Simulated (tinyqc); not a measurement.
Switching kinetics of a ferroelectric film and the memory window of a ferroelectric gate stack: one step, computed by the program tinyqc.

Fields in MV/cm; 1 microcoulomb/cm^2 over eps_0 is 11.29409 MV/cm. In the stack (metal, ferroelectric, interlayer, channel) the channel is taken as a conductor.

Question. Memory window. Saturated branches: P(E) = P_s tanh[(E -/+ E_c)/(2 delta)], delta = E_c/ln[(1 + P_r/P_s)/(1 - P_r/P_s)]; D = P + eps_0 eps_F E. At threshold the channel charge is negligible, so D = 0 on each branch: (1 - s) P(E) + eps_0 eps_F E = 0, with the screened share s. The rising branch has the root E0 between 0 and E_c; window = 2 E0 t_F; its upper bound is 2 E_c t_F.

Inputs (values chosen for the exercise, for a model film):
```
quantity                                 value               unit
saturation polarisation P_s                 17  microcoulomb/cm^2
ratio P_r/P_s                             0.77                  -
coercive field E_c                         1.5              MV/cm
permittivity of the ferroelectric eps_F     40                  -
thickness t_F                              6.8                 nm
share s of P screened by trapped charge   0.73                  -
```

delta = 0.7350579 MV/cm

Give: field E0; memory window; bound 2 E_c t_F; fixed-charge estimate 2 (1 - s) P_r t_F/(eps_0 eps_F).

Answer.

field E0 = 0.6656 MV/cm

memory window = 0.9052 V

bound 2 E_c t_F = 2.04 V

fixed-charge estimate 2 (1 - s) P_r t_F/(eps_0 eps_F) = 1.357 V

Charge and coercive field both limit the window.
